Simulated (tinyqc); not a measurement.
Mesh against width: smearing for a one-band metal on the fcc lattice.

Lattice vectors (units of a): a1 = (0, 1/2, 1/2), a2 = (1/2, 0, 1/2), a3 = (1/2, 1/2, 0). E(k) = -t A_1(k) - t2 A_2(k), A_m the sum of cos(k . R) over the 12 nearest and 6 second lattice vectors. Mesh k = sum (j_i/N) b_i, j_i = 0 .. N-1.

With x = (E_k - mu)/sigma: Gaussian f = erfc(x)/2, s = exp(-x^2)/(2 sqrt(pi)); Methfessel-Paxton (first order) f = erfc(x)/2 - x exp(-x^2)/(2 sqrt(pi)), s = (1 - 2 x^2) exp(-x^2)/(4 sqrt(pi)). With weights w = points/N^d (d the dimension), mu solves 2 sum w f = ne; E = 2 sum w f E_k, S = 2 sum w s, F = E - sigma S.

Parameters, chosen for this exercise: t = 0.81 eV (nearest hopping); t2 = -0.04 eV (second hopping); ne = 1.13 (electrons per cell).

Gaussian smearing, (E + F)/2. The reference is F of first-order Methfessel-Paxton smearing with sigma = 0.05 t on the mesh N = 40; it moves by 0.14 meV on the mesh N = 50; in three dimensions such meshes can agree by chance and the reference may be off by about 1 meV, so smaller errors are not resolved.

Errors (meV per cell):

| N | sigma = 0.05 t | sigma = 0.15 t | sigma = 0.4 t |
|---|---|---|---|
| 4 | 130.73 | 124.45 | 108.76 |
| 6 | 46.61 | 45.72 | 36.48 |
| 8 | -10.35 | -11.18 | -14.15 |
| 12 | -6.59 | -7.01 | -5.57 |
| 16 | 1.35 | 1.09 | 0.31 |
| 24 | 0.50 | 0.37 | 0.05 |

reference = -2.03639 eV

First N from which the value stays within 2 meV of its last entry (which need not be the best one): 16 for sigma = 0.05 t, 16 for sigma = 0.15 t, 16 for sigma = 0.4 t. At the last mesh the errors are +0.50, +0.37 and +0.05 meV. By this 2 meV bar the wider smearing does not converge sooner. The smallest error belongs to 0.05 t on 1, 0.15 t on 0, 0.4 t on 5 of the 6 meshes.

(tinyqc, `OMP_NUM_THREADS=1 python tinyqc.py 1652172 1652173 out.jsonl`, Intel(R) Xeon(R) Processor @ 2.30GHz, 1 thread, shared host, about 0.3 s.)
